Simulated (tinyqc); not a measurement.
Strain-driven roughening and islands of a mismatched epitaxial film. Changing the island volume V. Computed by tinyqc, a small Python program. Command: `OMP_NUM_THREADS=1 python tinyqc.py 3029306 3029307 out.jsonl island sweep`. One thread of a shared host (Intel(R) Xeon(R) Processor @ 2.30GHz), about 0.01 s of CPU time with the checks.

Film and substrate share isotropic elastic constants; the film is coherent and biaxially strained.

Inputs (values chosen for the exercise, modelled on InAs on GaAs):

| quantity | value | unit |
|---|---|---|
| misfit \|f\| | 0.0674 | - |
| shear modulus G | 29.3 | GPa |
| Poisson ratio nu | 0.29 | - |
| surface energy gamma | 0.688 | J/m^2 |
| contact angle of the shallow shape theta_1 | 8.54 | degrees |
| contact angle of the steep shape theta_2 | 30.7 | degrees |
| facet energy of shape 1 over gamma | 1.009 | - |
| facet energy of shape 2 over gamma | 0.9998 | - |

Constants: e = 1.602176634e-19 C.

Method:
- M = 2 G (1 + nu)/(1 - nu); stress = M f; energy density w = M f^2.
- Shallow faceted island (Tersoff form): E = 4 Gam V^(2/3) tan^(1/3)(theta) - 6 c V tan(theta), Gam = gamma [x/sin(theta) - 1/tan(theta)], x the facet energy over gamma, c = stress^2 (1 - nu)/(2 pi G).
- The barrier is the maximum of E, at V_c = [4 Gam/(9 c)]^3 / tan^2(theta) (1 GPa nm = 1 J/m^2).
- The two energies cross at V_x^(1/3) = 4 [Gam_2 t2^(1/3) - Gam_1 t1^(1/3)]/(6 c (t2 - t1)), t = tan(theta); mu = dE/dV.

One run for each value:

| island volume V (nm^3) | E of shape 1 (eV) | E of shape 2 (eV) |
|---|---|---|
| 0.053 | 0.1151 | 0.324 |
| 0.091 | 0.1482 | 0.399 |
| 0.160 | 0.1853 | 0.460 |
| 0.270 | 0.2144 | 0.461 |
| 0.460 | 0.2222 | 0.327 |
| 0.780 | 0.1753 | -0.091 |
| 1.300 | 0.0191 | -1.027 |
| 2.300 | -0.4169 | -3.262 |
| 3.900 | -1.2959 | -7.418 |
| 6.700 | -3.0938 | -15.523 |

Describe and explain the trends.

Over the rows, E of shape 1 (eV) goes from 0.115 through a maximum among these rows, 0.222 at 0.460, to -3.09; E of shape 2 (eV) goes from 0.324 through a maximum among these rows, 0.461 at 0.270, to -15.5. Each curve rises while the surface term V^(2/3) rules, peaks at V_c, passes zero at (3/2)^3 V_c and then falls with the volume term.

Caution (all rows): a critical volume below 1 nm^3 holds fewer than a hundred atoms, so a continuum barrier there has no physical meaning. Caution (all rows): the shallow-slope form overstates the relaxation of facets steeper than about 25 degrees.

Extremes, crossings and ranges named in words are read from the listed rows.
